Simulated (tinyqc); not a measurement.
Band filling: full bands against the rectangular model: Slater-Koster d bands of an fcc metal.

Slater-Koster d bands. For a bond with direction cosines (l, m, n) the 5 x 5 block is dds Ps + ddp Pp + ddd (1 - Ps - Pp), the projectors on sigma, pi and delta states about the bond; for instance <xy|xy> = 3 l^2 m^2 dds + (l^2 + m^2 - 4 l^2 m^2) ddp + (n^2 + l^2 m^2) ddd, <xy|yz> = 3 l m^2 n dds + l n (1 - 4 m^2) ddp + l n (m^2 - 1) ddd and <3z2-r2|3z2-r2> = (n^2 - (l^2 + m^2)/2)^2 dds + 3 n^2 (l^2 + m^2) ddp + (3/4)(l^2 + m^2)^2 ddd. H(k) sums the blocks times cos(k.R) over the neighbours; the d level is the zero of energy; k in 2 pi/a.

Neighbours: twelve at (a/2)(1,1,0) and equivalents.

Mesh: k = f1 b1 + f2 b2 + f3 b3 with fractions (j + 1/2)/N, j = 0 to N - 1, and b = (-1,1,1), (1,-1,1), (1,1,-1) for fcc, (0,1,1), (1,0,1), (1,1,0) for bcc, unit vectors for simple cubic. The lowest Nd/10 of all levels are filled with two electrons each; the bond energy is their sum per atom.

Inputs chosen for the exercise (of the size met in Ru; shifted at random, so the results belong to these values and not to a real crystal): dds = -1.035 eV (dd sigma); ddp = 0.476 eV (dd pi); ddd = -0.155 eV (dd delta); N = 8 (mesh).

W = sqrt(12 mu2) with mu2 the mean square level on the mesh; rectangular model: Fermi level W (Nd/10 - 1/2), bond energy -W Nd (10 - Nd)/20. The Fermi level of the mesh is the highest filled level.

Per atom (eV):

| Nd | EF, bands | bond energy, bands | EF, rectangle | bond energy, rectangle |
|---|---|---|---|---|
| 1 | -2.488 | -3.072 | -2.692 | -3.028 |
| 2 | -2.048 | -5.315 | -2.019 | -5.384 |
| 3 | -1.433 | -6.989 | -1.346 | -7.066 |
| 4 | -0.915 | -8.173 | -0.673 | -8.075 |
| 5 | 0.120 | -8.571 | 0.000 | -8.412 |
| 6 | 0.979 | -8.134 | 0.673 | -8.075 |
| 7 | 1.438 | -6.935 | 1.346 | -7.066 |
| 8 | 2.017 | -5.209 | 2.019 | -5.384 |
| 9 | 2.601 | -2.884 | 2.692 | -3.028 |

W = 6.729 eV
full width on the mesh = 7.595 eV

The bond energy is deepest at Nd = 5 (-8.571 eV); the rectangle has its minimum at 5. The two differ most at Nd = 8, by 0.175 eV or 2 % of the deepest value: the second moment fixes the parabola, and higher moments the rest. At Nd = 3 and 7 the bands give -6.989 and -6.935 eV, a skew towards less than half filling.

Computed by tinyqc, a small Python program: `OMP_NUM_THREADS=1 python tinyqc.py 1480922 1480923 out.jsonl` (the numbers bound the seed that draws the inputs); one thread of a shared host (Intel(R) Xeon(R) Processor @ 2.30GHz), about 0.03 s for the whole set of steps.
